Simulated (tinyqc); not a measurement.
# Changing the particle radius h

Model: wafer bonding and layer transfer: bond energy, gap closing, particles, bonding of dissimilar wafers and hydrogen blisters. Computed by tinyqc, a small Python program. Command: `OMP_NUM_THREADS=1 python tinyqc.py 3007284 3007285 out.jsonl bond sweep`. One thread of a shared host (Intel(R) Xeon(R) Processor @ 2.30GHz), about 0.01 s of CPU time with the checks.

gamma is the energy per area of each of the two surfaces; plates are isotropic, and both wafers have E1 and t1.

Inputs (values chosen for the exercise, with wafer 1 close to silicon):
```
quantity             value        unit
Young's modulus E1     154         GPa
Poisson ratio nu      0.19           -
thickness t1           775  micrometre
blade thickness t_b     50  micrometre
crack length L        15.6          mm
```

Pair: two equal wafers.

Method. Two cantilevers opened by t_b: gamma = 3 t_b^2 E1 t1^3 E2 t2^3/(16 L^4 (E1 t1^3 + E2 t2^3)). E' = E1/(1 - nu^2), equal wafers assumed. Void radius in the plate regime: R_v = [(2/3) E' t1^3/gamma]^(1/4) h^(1/2). Below h_crit = 5 sqrt(t1 gamma/E') the wafers deform locally and R_v is of the order of h (taken as h).

One run for each value:
```
particle radius h (micrometre)  void radius (micrometre)  critical particle radius (micrometre)
0.01                                           1.000e-02                                 0.1855
0.024                                          2.400e-02                                 0.1855
0.056                                          5.600e-02                                 0.1855
0.13                                           1.300e-01                                 0.1855
0.32                                           2.057e+03                                 0.1855
0.75                                           3.149e+03                                 0.1855
1.8                                            4.878e+03                                 0.1855
4.2                                            7.451e+03                                 0.1855
10                                             1.150e+04                                 0.1855
```

What does the table show, and why?

At the high end the exponent of void radius is 0.50, close to 0.50: plate bending. The void radius jumps by orders of magnitude at the critical particle size, where bending of the whole wafer takes over.
